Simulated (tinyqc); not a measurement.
Potential-pH (Pourbaix) lines of a metal, its cation, its oxide and an oxyanion, with a complexing ligand: one step, computed by the program tinyqc.

Potentials are against the standard hydrogen electrode; solids and water have unit activity; dG_f of M, H+ and the electron is zero; F = e N_A and s = R T ln(10)/F. The cation carries z = 2.

Problem. Mixed potential with oxygen reduction. Anodic i = i0a 10^((E - E_a)/b_a) with E_a the cation line with ligand; cathodic i = i0c 10^((E_c - E)/b_c) with E_c the oxygen line; supply caps the cathodic current, 1/i_c = 1/i(Tafel) + 1/i_L. E_corr makes the two currents equal. Without the cap it would be [b_c E_a + b_a E_c + b_a b_c log10(i0c/i0a)]/(b_a + b_c). Rate = i V_m/(z F). Films are left out.

Inputs (values chosen for the exercise, modelled on iron): temperature T = 298.15 K; log10 of the dissolved activity a = -2; total ligand c_L = 0.0074 mol/L; limiting current density i_L = 0.0012 A/cm^2; molar volume V_m = 7.09 cm^3/mol.

Species: M, M2+, MO, MO2(2-).

exchange current densities, metal and cathodic (A/cm^2): [4.4e-05, 6.9e-12]

Tafel slopes, anodic and cathodic (mV/decade): [55, 135]

cation line with ligand = -0.6087181 V

oxygen line = 1.045497 V

Constants: e = 1.602176634e-19 C; N_A = 6.02214076e+23 1/mol.

Give: E_corr without the cap; corrosion potential E_corr; corrosion current density; i/i_L; etch rate.

Solution.

E_corr without the cap = -0.3958 V

corrosion potential E_corr = -0.5298 V

corrosion current density = 0.001200 A/cm^2

i/i_L = 0.9996

etch rate = 26.44 nm/min

The current sits at the supply limit: stirring or more oxidant, not the ligand, sets the rate. Caution: other oxidation states, hydroxides and hydrides are left out, and the lines say nothing of rates. Caution: the ligand is not in tenfold excess over the metal, as assumed. Caution: E_corr lies below the hydrogen line, so hydrogen evolution, left out here, adds cathodic current.
